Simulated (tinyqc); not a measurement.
## Pinning factor and decay constant from two barriers

Inverse problem. phiB = S (phiM - chi) + (1 - S)(Eg - E0) with S = 1/(1 + (1/S0 - 1) exp(-be ti)). Find S0, S at the given thickness and be.

Inputs (values chosen for the exercise); semiconductor values close to those of silicon; interlayer mass of the order of that in silicon nitride, offset chosen freely:

| symbol | value | unit | meaning |
|---|---|---|---|
| Eg | 1.15 | eV | band gap |
| chi | 4 | eV | electron affinity |
| E0 | 0.37 | eV | charge-neutrality level above the valence band |
| phiM | 4.26 | eV | metal work function |

phiB at ti = 0, 0.3 nm (eV): [0.6344, 0.51408103]

Solution. Each barrier gives its S by linear interpolation between the pinned and the unpinned value; the ratio of the two values of 1/S - 1 is exp(be ti).

S0 = 0.280
S = 0.511
be = 3.30 1/nm

Computed by the program tinyqc: `OMP_NUM_THREADS=1 python tinyqc.py 2270024 2270025 out.jsonl`, one thread of a shared Intel Xeon 2.30GHz, about 0.02 s for the whole run.
